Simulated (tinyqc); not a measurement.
Inside a calculation. Method: coherent transport through a tight-binding region between two chains. One step of it, computed by the program tinyqc.

Question. Transmission at E = -0.81 eV. Surface Green function g = (E - i sqrt(4 t^2 - E^2)) / (2 t^2); self-energy tc^2 g on each contact site; G = (E - H - Sigma)^(-1); Gamma = -2 Im Sigma; T = Gamma_L Gamma_R |G_LR|^2; local density of states -Im G_ii / pi.

H of the central region (eV):
```
           1          2
1   0.000000  -1.670000
2  -1.670000   0.000000
```

Leads: semi-infinite chains with site energy 0:
```
parameter                           value
lead hopping t (eV)              2.870000
coupling to the left lead (eV)   1.100000
coupling to the right lead (eV)  0.200000
left contact site                       1
right contact site                      2
```

E = -0.810000 eV

Give: g; G; local density of states; transmission.

Answer.

g = -0.0492-0.3449i 1/eV

G (1/eV):
```
                1               2
1  0.3592-0.0634i  0.7444-0.1183i
2  0.7444-0.1183i  0.3050-0.2392i
```

local density of states (1/eV): 0.0202  0.0761

transmission = 0.0131
